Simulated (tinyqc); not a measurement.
Dopant redistribution at a moving silicon-oxide interface during parabolic oxidation: one step, computed by the program tinyqc. Command: `OMP_NUM_THREADS=1 python tinyqc.py 3023957 3023958 out.jsonl segox walk`. One thread of a shared host (Intel(R) Xeon(R) Processor @ 2.30GHz), about 0.01 s of CPU time with the checks.

Uniformly doped silicon is oxidised with x_ox = sqrt(B t); the interface advances into the silicon by alpha x_ox, alpha = 0.44. The dopant does not move in the oxide, and at the interface C(silicon) = m C(oxide).

Question. Rates. D = D0 exp(-E/(k_B T)), converted with 1 cm^2/s = 3.6e11 um^2/h; B = B0 exp(-E_B/(k_B T)); s = alpha sqrt(B/(4 D)), the interface advance over 2 sqrt(D t). Temperatures in kelvin are T(C) + 273.15.

Inputs (values chosen for the exercise, modelled on arsenic in silicon under dry oxygen):
```
quantity                         value    unit
dopant prefactor D0               9.32  cm^2/s
dopant activation energy E        3.99      eV
oxidation prefactor B0             816  um^2/h
oxidation activation energy E_B   1.24      eV
temperature T                     1150       C
time t                            0.33       h
```

Constants: k_B = 8.617333262e-05 eV/K.

Give: D; B; s; oxide thickness; diffusion length 2 sqrt(D t).

Answer.

D = 0.024888 um^2/h

B = 0.033151 um^2/h

s = 0.25391

oxide thickness = 0.10459 um

diffusion length 2 sqrt(D t) = 0.18125 um

Diffusion outruns the interface. Caution: in this case the oxide is not much thicker than a typical Deal-Grove length A, so real growth is slower than parabolic. Caution: parabolic growth needs an oxide much thicker than the Deal-Grove length A, which fails for thin films and low temperatures; oxidation-enhanced or retarded diffusion is ignored.
